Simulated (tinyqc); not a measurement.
Hole mobility in a silicon inversion layer, empirical terms and Matthiessen rule: one step of the calculation.

Inversion layer of sheet density Ns on a uniformly doped body. The mobility terms are empirical power laws with prefactors chosen for the exercise; adding their inverses (Matthiessen) is itself an approximation.

Task. Inversion density for the measured current. I = (W/L) q Ns mu Vd. E = q (Ndep + eta Ns)/(eps0 eps_r) in MV/cm. With t = T/(300 K): muC = Ac (Ns/1e12 cm^-2) t/(Nb/1e17 cm^-3 + Nit/1e11 cm^-2), muP = Ap E^(-1/3) t^(-1.75), muS = As E^(-gs); 1/mu is the sum of the inverses. Ns(new) = I/((W/L) q mu Vd).

Inputs (values chosen for the exercise); material values close to those of silicon:
- T = 273 K (temperature)
- eps_r = 11.8 (relative permittivity of the semiconductor)
- Nb = 1.8e18 cm^-3 (body doping)
- eta = 0.3333 (weight of the inversion charge in the effective field)
- Ap = 133 cm^2/(V s) (phonon-limited mobility at 1 MV/cm and 300 K)
- As = 536 cm^2/(V s) (roughness-limited mobility at 1 MV/cm)
- gs = 1 (exponent of the roughness term)
- Ac = 1800 cm^2/(V s) (Coulomb prefactor)
- Nit = 5.8e10 cm^-2 (charge at the interface)
- WL = 10 (ratio W/L)
- Vd = 0.02 V (drain voltage)
- I = 1.43 uA (measured linear current)

Constants: q = 1.602176634e-19 C, eps0 = 8.8541878128e-14 F/cm where lengths are in cm. Results are converted to the units shown.

Ns at the start = 4.6e11 cm^-2
Ndep = 6.8675938e12 cm^-2

Find: E; mu; Ns after iteration 1.

Result.

E = 1.077 MV/cm
mu = 30.12 cm^2/(V s)
Ns after iteration 1 = 1.482e12 cm^-2

Computed by the program tinyqc: `OMP_NUM_THREADS=1 python tinyqc.py 2510063 2510064 out.jsonl`, one thread of a shared Intel Xeon 2.30GHz, about 0.01 s for the whole run.
